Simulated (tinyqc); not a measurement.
# Longitudinal sound in a periodic multilayer: transfer matrices, stop bands and folded phonons, step by step

A worked calculation. Computed by tinyqc, a small Python program that keeps every step. Command: `OMP_NUM_THREADS=1 python tinyqc.py 3012683 3012684 out.jsonl multilayer walk`. One thread of a shared host (Intel(R) Xeon(R) Processor @ 2.30GHz), about 0.01 s of CPU time with the checks. Intermediate numbers are printed to about 7 digits and carried at full precision; extremes and crossings named in words are read from the listed rows.

Layers 1 and 2 repeat with period d = d_1 + d_2; waves travel normal to the layers, without loss. State vector (u, s): displacement u and stress divided by omega. Impedances Z = rho v are in 1e6 kg/(m^2 s).

Inputs (values chosen for the exercise, modelled on silica (layer 1), hafnia (layer 2) and silicon (substrate)): density rho_1 = 2.2 g/cm^3; velocity v_1 = 5990 m/s; thickness d_1 = 4.1 nm; density rho_2 = 9.54 g/cm^3; velocity v_2 = 5390 m/s; thickness d_2 = 3.78 nm; substrate density = 2.29 g/cm^3; substrate velocity = 8310 m/s; periods N = 8; frequency f = 574 GHz; optical wave vector q d/pi = 0.2.

## Impedances, mean velocity and Bragg frequency

Z = rho v; interface reflection r = (Z_2 - Z_1)/(Z_2 + Z_1) (stress amplitude, from 1 into 2); Bragg frequency f_B = 1/[2 (d_1/v_1 + d_2/v_2)]; long-wave velocity v_eff = d/sqrt[(d_1/v_1)^2 + (d_2/v_2)^2 + (Z_1/Z_2 + Z_2/Z_1)(d_1/v_1)(d_2/v_2)].

Z_1 = 13.178

Z_2 = 51.4206

Z of the substrate = 19.0299

interface reflection r = 0.5920035

Bragg frequency f_B = 360.8095 GHz

long-wave velocity v_eff = 4582.955 m/s

Caution: at these frequencies damping, strong in glasses, and rough interfaces, both left out here, can weaken the stop bands; layers only a few atoms thick are also beyond continuum acoustics.

## Transfer matrix of one period

A layer maps (u, s) by [[cos p, sin p/Z], [-Z sin p, cos p]], p = 2 pi f d_i/v_i; one period is M = M_2 M_1, and cos(q d) = trace(M)/2.

phase p_1 = 2.468589 rad

phase p_2 = 2.529268 rad

M:
```
[[0.5480643, -0.04744792],
 [29.83261, -0.7581138]]
```

trace(M)/2 = -0.1050247

|trace/2| < 1: f lies in a pass band, with q d = 1.6760 rad (folded into 0 to pi).

## Transmission through N periods

For N periods A = M^N. A wave comes from a thick layer of material 1 and leaves into the substrate (Z_s): transmitted power T = 4 Z_1 Z_s/|Z_1 A_22 + Z_s A_11 - i (Z_1 Z_s A_12 - A_21)|^2, reflected power R = 1 - T.

A = M^N:
```
[[1.155948, -0.03558394],
 [22.37319, 0.1763693]]
```

transmitted power T = 0.6384979

T in decibel = -1.948405 dB

## The first stop band

Gap m contains m f_B; its edges, where trace(M)/2 = (-1)^m, are found by root search. Weak-contrast estimate of the width: (4 f_B/pi) |r sin(m pi a)|, a = (d_1/v_1)/(d_1/v_1 + d_2/v_2).

lower edge = 215.2967 GHz

upper edge = 506.2729 GHz

width/f_B = 80.64538 %

transmitted power at f_B = 2.006682e-09

Caution: so small a transmitted power at f_B holds only for perfect layers and strictly normal incidence.

## The first four gaps

The formulas are those given above.

Stop bands (GHz):
```
m  lower edge  upper edge     width  weak-contrast estimate
1     215.297     506.273  290.9762                271.9152
2     716.470     726.842   10.3721                 10.3707
3     937.112    1227.597  290.4858                271.5196
4    1432.945    1453.680   20.7345                 20.7264
```

With a = 0.494, gap 1 is the widest and gap 2 the narrowest: the layers are near a quarter wave each at f_B, so the even gaps almost close. The weak-contrast estimate misses the first width by -6.6 % at |r| = 0.59. Odd gaps open at the edge of the folded zone (q = pi/d), even ones at its centre.

## Mirror strength against the number of periods

The formulas are those given above.

Transmitted power:
```
N       T at f_B  T at f_B (dB)     T at f
1      0.3165725      -4.995268  0.5759329
2     0.02462695      -16.08589  0.8955195
3    0.001637058      -27.85936  0.6148387
4   1.076485e-04      -39.67992  0.8006197
6   4.647880e-07      -63.32745  0.7101650
8   2.006682e-09      -86.97522  0.6384979
12  3.740464e-14      -134.2707  0.5637559
16  6.972241e-19      -181.5663  0.5769279
24  2.422514e-28      -276.1573  0.8593383
```

At f_B each further period removes 11.82 dB at large N, which is 20 log10 of the impedance ratio, 11.83 dB, as for a quarter-wave stack; 99 % reflection needs N = 3 among these rows. At f, in a pass band, T does not decay with N. Values below about 1e-6 belong to the ideal stack: roughness and scattering into other modes, left out here, set a floor in a real one.

## Folded doublet seen in light scattering

Light transfers the wave vector q. Solve trace(M)/2 = cos(q d) on the first branch (Brillouin line) and on the two branches around 2 f_B (first folded doublet); 1/cm = 29.9792458 GHz.

Brillouin line = 57.81594 GHz

lower folded mode = 663.5997 GHz

upper folded mode = 779.7160 GHz

centre of the doublet = 24.07192 1/cm

splitting / twice the Brillouin frequency = 1.004189

The doublet is split by about twice the Brillouin frequency, as for a folded straight line; its centre measures the period.

Checks made by the program: trace against Rytov's formula cos p_1 cos p_2 - (1/2)(Z_1/Z_2 + Z_2/Z_1) sin p_1 sin p_2 (relative difference below 1e-10).
